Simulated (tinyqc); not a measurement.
Switching field against angle and time: single-domain magnet: Stoner-Wohlfarth switching, Neel-Arrhenius retention, LLG dynamics and spin torque. Computed by tinyqc, a small Python program. Command: `OMP_NUM_THREADS=1 python tinyqc.py 3007610 3007611 out.jsonl macro walk`. One thread of a shared host (Intel(R) Xeon(R) Processor @ 2.30GHz), about 0.05 s of CPU time with the checks.

The moment is uniform, with unit vector m; z is the easy axis. mu_0 = 1.25663706212e-6 T m/A, gamma = 1.76085963023e11 rad/(s T).

Inputs (values chosen for the exercise, for a model magnet):
```
quantity                      value    unit
saturation magnetisation M_s    507    kA/m
diameter d                       50      nm
thickness t                     2.1      nm
interface anisotropy K_i      0.487  mJ/m^2
bulk anisotropy K_u               0  kJ/m^3
exchange stiffness A             26    pJ/m
temperature T                   398       K
attempt frequency f0              1     GHz
waiting time t_w                  1       s
```

Shape: thin disc, easy axis normal to it.

Constants: k_B = 1.380649e-23 J/K.

Method:
- The disc is treated as an oblate spheroid with p = t/d: N_z = [1 - p arccos(p)/sqrt(1 - p^2)]/(1 - p^2); V = pi d^2 t/4; K_eff = K_u + K_i/t + K_shape, K_shape = -(mu_0 M_s^2/4)(3 N_z - 1); mu_0 H_K = 2 K_eff/M_s.
- Delta = K_eff V/(k_B T); tau = exp(Delta)/f0; probability of a flip within t_w: P = 1 - exp(-t_w/tau). Wall width parameter sqrt(A/K_eff); a two-domain state costs 4 sqrt(A K_eff) times the cross-section that the wall cuts (d t).
- Energy over K_eff V: e(theta) = sin^2(theta) + 2 h cos(theta - psi) for m at the angle theta from +z and a field that points at psi from -z (it pulls m away from +z towards negative theta); h_sw = (cos^(2/3) psi + sin^(2/3) psi)^(-3/2).
- Switching field at T: the h at which the exact barrier equals ln(f0 t_w/ln 2) k_B T (0 if the zero-field barrier is lower). Sharrock form: h_sw [1 - (ln(f0 t_w/ln 2)/Delta)^(1/n)], n = 0.86 + 1.14 h_sw.

stability factor Delta = 64.2063

Fields over H_K:
```
psi (degrees)  h_sw at T = 0  thermal, exact barrier  thermal, Sharrock form
1                    0.90707                 0.41563                 0.40315
10                   0.67381                 0.34546                 0.33374
20                   0.57365                 0.30332                 0.29868
30                   0.52402                 0.28056                 0.27991
45                   0.50000                 0.26917                 0.27046
60                   0.52402                 0.28056                 0.27991
75                   0.61466                 0.32124                 0.31347
89                   0.90707                 0.41563                 0.40315
```

What does the comparison show, and why?

At T = 0 the field is least at 45 degrees, H_K/2, and symmetric about it. Thermal help lowers it to 46 % at 1 degree and 54 % at 45 degrees; the Sharrock form misses the exact barrier by at most about 0.012 H_K, at psi = 1 (and its mirror angle). Caution: a flat cylinder has a smaller N_z than the spheroid of the same t/d, so K_eff of a real disc is larger.

Extremes, crossings and ranges named in words are read from the listed rows.
